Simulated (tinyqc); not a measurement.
Inside a calculation. Model: collinear exchange A + BC -> AB + C on a London-Eyring-Polanyi-Sato surface: saddle, string of images and rate. Computed by tinyqc, a small Python program that keeps every step. Command: `OMP_NUM_THREADS=1 python tinyqc.py 3111777 3111778 out.jsonl leps walk`. One thread of a shared host (Intel(R) Xeon(R) Processor @ 2.30GHz), about 0.06 s of CPU time with the checks. Intermediate numbers are printed to about 7 digits and carried at full precision; extremes and crossings named in words are read from the listed rows.

x = r(AB), y = r(BC), r(AC) = x + y. V is counted from separated atoms, the barrier from A + BC, that is V + D(BC).

Inputs (values chosen for the exercise, for a model exchange):
```
quantity            value           unit
D(AB)                4.25             eV
r0(AB)              0.868       angstrom
beta(AB)             1.96     1/angstrom
D(BC)                 3.4             eV
r0(BC)                1.5       angstrom
beta(BC)             1.55     1/angstrom
D(AC)                2.84             eV
r0(AC)               1.47       angstrom
beta(AC)             1.73     1/angstrom
Sato parameter S    0.057              -
mass of A              35              u
mass of B              16              u
mass of C           1.008              u
temperature T         300              K
step of the string   0.01  angstrom^2/eV
```

Constants: nu for 1 eV/(angstrom^2 u) = 15.6333042 THz; h x 1 THz = 4.135667696 meV; k_B = 1.380649e-23 J/K; u = 1.6605390666e-27 kg; k_B = 8.617333262e-05 eV/K.

## One point of the surface

For each pair, with u = exp(-beta (r - r0)): Q = D [(3 + S) u^2 - (2 + 6 S) u]/(4 (1 + S)), J = D [(1 + 3 S) u^2 - (6 + 2 S) u]/(4 (1 + S)); V = Q1 + Q2 + Q3 - sqrt(((J1 - J2)^2 + (J2 - J3)^2 + (J3 - J1)^2)/2). Take x = r0(AB) + 0.3 and y = r0(BC) + 0.1 angstrom.

Pair terms:
```
pair          u      Q (eV)     J (eV)
AB    0.5554370  -0.3595789  -3.050467
BC    0.8564152   0.1901226  -3.520026
AC    0.1058704  -0.1435341  -0.425977
```

V = -3.201032 eV

## Relaxing the string

String of 9 images between the fixed ends (r0(AB) + 2, r0(BC)) and (r0(AB), r0(BC) + 2), started on the two straight legs through (r0(AB) + 0.3, r0(BC) + 0.3): each iteration moves the inner images by -step x gradient (central differences) and spaces them evenly again along the broken line (coordinates are kept between 0.2 and 8 angstrom); stop when no coordinate changes by more than 1e-5 angstrom, at most 400 iterations.

Course:
```
iteration  highest inner image above A + BC (eV)  largest move (angstrom)
1                                      0.3600668             2.942333e-02
2                                      0.3375407             2.743006e-02
3                                      0.3177350             2.465106e-02
4                                      0.3005925             2.150027e-02
5                                      0.2858744             1.829265e-02
6                                      0.2732943             1.523347e-02
7                                      0.2625807             1.244866e-02
...                                          ...                      ...
67                                     0.2109881             1.703701e-05
68                                     0.2109889             1.532121e-05
69                                     0.2109896             1.377709e-05
70                                     0.2109903             1.238763e-05
71                                     0.2109909             1.113750e-05
72                                     0.2109914             1.001285e-05
73                                     0.2109919             9.001197e-06
```

Images at the end:
```
image  x (angstrom)  y (angstrom)  V + D(BC) (eV)
0          2.868000      1.500000       0.0176509
1          2.415172      1.501577       0.0423356
2          1.962384      1.507446       0.1003675
3          1.511460      1.547114       0.2109919
4          1.103123      1.742860       0.0483483
5          0.896991      2.142777      -0.5094935
6          0.872566      2.594355      -0.7067409
7          0.869172      3.047171      -0.7854344
8          0.868000      3.500000      -0.8196600
```

last move = 9.001197e-06 angstrom

Converged in 73 iterations.

## Saddle by Newton steps

From the highest inner image, z -> z - H^-1 g with gradient g and Hessian H by central differences, steps capped at 0.15 angstrom, 12 steps.

The first seven points:
```
step         x         y  V + D(BC) (eV)  |g| (eV/angstrom)
0     1.511460  1.547114       0.2109919       2.558335e-01
1     1.363346  1.570830       0.2358090       1.014528e-01
2     1.350926  1.583475       0.2356689       7.163320e-03
3     1.352733  1.583358       0.2356717       2.530451e-05
4     1.352739  1.583358       0.2356717                  0
5     1.352739  1.583358       0.2356717                  0
6     1.352739  1.583358       0.2356717                  0
```

saddle (x, y) (angstrom): 1.352739  1.583358

barrier = 0.2356717 eV

Hessian (eV/angstrom^2):
```
           x         y
x  -1.247364  4.238264
y   4.238264  9.391566
```

The highest image lies 24.7 meV below the saddle. Stretches at the saddle: AB 0.485, BC 0.083 angstrom, for a reaction energy D(BC) - D(AB) = -0.85 eV: an early barrier for an exothermic step.

## Frequencies at the saddle

Wilson matrix G = [[1/m_A + 1/m_B, -1/m_B], [-1/m_B, 1/m_B + 1/m_C]]; eigenvalues lambda of G H give nu = 15.6333042 THz x sqrt(|lambda|), the negative one being imaginary. Reactant: nu_BC from k = 2 D beta^2 and 1/m_B + 1/m_C. Skew angle: cos = sqrt(m_A m_C/((m_A + m_B)(m_B + m_C))).

imaginary frequency = 8.366461 THz

real frequency at the saddle = 48.30419 THz

nu_BC = 64.88933 THz

skew angle = 78.36506 degrees

## Transition-state rate

One-dimensional rate constant without tunnelling, k = sqrt(k_B T/(2 pi mu)) [sinh(h nu_BC/(2 k_B T))/sinh(h nu_s/(2 k_B T))] exp(-barrier/(k_B T)) with mu = m_A (m_B + m_C)/(m_A + m_B + m_C); Wigner factor 1 + (h nu_i/(k_B T))^2/24; adiabatic barrier = barrier + h (nu_s - nu_BC)/2.

adiabatic barrier = 0.2013764 eV

rate constant k = 7.713738 cm/s

Wigner factor = 1.074641

## Rate against temperature

The formulas are those given above.

Rates; the last column is k_B T^2 d ln k/dT:
```
T (K)      k (cm/s)  Wigner factor  activation energy (eV)
300    7.713738e+00       1.074641               0.2143827
400    6.258096e+01       1.041985               0.2191092
550    3.642298e+02       1.022207               0.2271339
750    1.346361e+03       1.011943               0.2389166
1000   3.482471e+03       1.006718               0.2538045
1400   8.355156e+03       1.003427               0.2763032
2000   1.719145e+04       1.001679               0.3072313
```

The activation energy goes from 0.214 eV at 300 K, near the adiabatic barrier plus k_B T/2 (0.214), to 0.307 eV at 2000 K; the classical limit is the barrier plus k_B T/2 (0.322).

Checks made by the program: V for A far away against -D(BC) (relative difference below 1e-10).
